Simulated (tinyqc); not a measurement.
The same layer on three faces: band edges of strained Si(1-x)Ge(x) on relaxed Si(1-y)Ge(y).

Values are linear in the Ge fraction but for ED(x) = linear - CD x (1 - x) and a(x) = linear - Ca x (1 - x). Energies are on the common scale of Ev.

Coherent growth: e_par = (a(y) - a(x))/a(x). (001): e_perp = -2 (C12/C11) e_par; exx = eyy = e_par, ezz = e_perp, no shear. (111): e_perp = -(2 C11 + 4 C12 - 4 C44)/(C11 + 2 C12 + 4 C44) e_par; exx = eyy = ezz = (2 e_par + e_perp)/3 and exy = eyz = ezx = (e_perp - e_par)/3. (110): e_perp = -(C11 + 3 C12 - 2 C44)/(C11 + C12 + 2 C44) e_par; exx = eyy = (e_par + e_perp)/2, ezz = e_par, exy = (e_perp - e_par)/2, eyz = ezx = 0.

A valley with unit axis u lies at Ev + gap + (av + a_valley) tr(e) + Xu (u.e.u - tr(e)/3); the Delta axes are x, y, z and the L axes [111], [1-1-1], [-11-1], [-1-11]. The second-order shift of the Delta valleys under shear is left out; it lowers the pair normal to the sheared plane by tens of meV at a shear of 1 %.

Valence edges: Ev plus the levels of the 6 x 6 matrix of X, Y, Z times spin with -Dso/3 + l exx + m (eyy + ezz) on the diagonal (cyclic), n exy off it, l = av + 2 b, m = av - b, n = sqrt(3) d. Spin-orbit term (Dso/3) L.sigma on X, Y, Z with (L_k)_ij = -i epsilon_kij: <X+|H|Y+> = -i Dso/3, <X+|H|Z-> = Dso/3, <Y+|H|Z-> = -i Dso/3, <Z+|H|X-> = -Dso/3, <Z+|H|Y-> = i Dso/3, <X-|H|Y-> = i Dso/3, and their conjugates; + and - are the spin along z.

Values chosen for the exercise (end members near Si and Ge, in this order; shifted at random, so the results belong to these values and not to a real crystal):
- a = (5.429, 5.66) angstrom (lattice constant)
- Dso = (0.044, 0.292) eV (spin-orbit splitting)
- av = (2.45, 1.24) eV (valence hydrostatic potential)
- b = (-2.1, -2.54) eV (tetragonal shear potential)
- d = (-4.84, -5.25) eV (trigonal shear potential)
- C11 = (164.5, 129.5) GPa
- C12 = (64, 48.4) GPa
- C44 = (80.1, 67.3) GPa
- Ev = (0, 0.7) eV (top of the unstrained valence band)
- ED = (1.145, 0.919) eV (gap to the Delta valleys)
- EL = (2.007, 0.745) eV (gap to the L valleys)
- aD = (1.76, 1.18) eV (hydrostatic potential of the Delta gap)
- aL = (-3.09, -2.54) eV (hydrostatic potential of the L gap)
- XuD = (9.08, 9.68) eV (uniaxial potential, Delta)
- XuL = (16.61, 15.64) eV (uniaxial potential, L)
- CD = 0.179 eV (bowing of the Delta gap)
- Ca = 0 angstrom (bowing of the lattice constant)
- x = 0.26 (Ge fraction of the layer)
- y = 0 (Ge fraction of the relaxed buffer)

dEc = Ec(buffer) - Ec(layer), dEv = Ev(layer) - Ev(buffer); buffer edges Ev(y) and Ev(y) + min(ED, EL). The digit behind Delta or L counts whole valleys.

Results:

| face | e_par (%) | lowest valleys | gap (eV) | next valleys above (meV) | valence splitting (meV) | dEc (eV) | dEv (eV) | Delta spread (meV) | L spread (meV) |
|---|---|---|---|---|---|---|---|---|---|
| (001) | -1.09 | Delta4 | 0.928 | 179 | 50 | 0.021 | 0.196 | 179 | 0 |
| (111) | -1.09 | Delta6 | 0.980 | 650 | 50 | -0.024 | 0.189 | 0 | 226 |
| (110) | -1.09 | Delta2 | 0.930 | 75 | 52 | 0.023 | 0.192 | 75 | 178 |

On (001) only the Delta valleys split (179 meV), on (111) only the L valleys (226 meV), on (110) both (75 and 178 meV). The lowest valleys are Delta4 on (001), Delta6 on (111) and Delta2 on (110); the smallest gap is 0.928 eV on (001) and the largest 0.980 eV on (111).

Computed by tinyqc, a small Python program: `OMP_NUM_THREADS=1 python tinyqc.py 1050699 1050700 out.jsonl` (the numbers bound the seed that draws the inputs); one thread of a shared host (Intel(R) Xeon(R) Processor @ 2.30GHz), about 0.01 s for the whole set of steps.
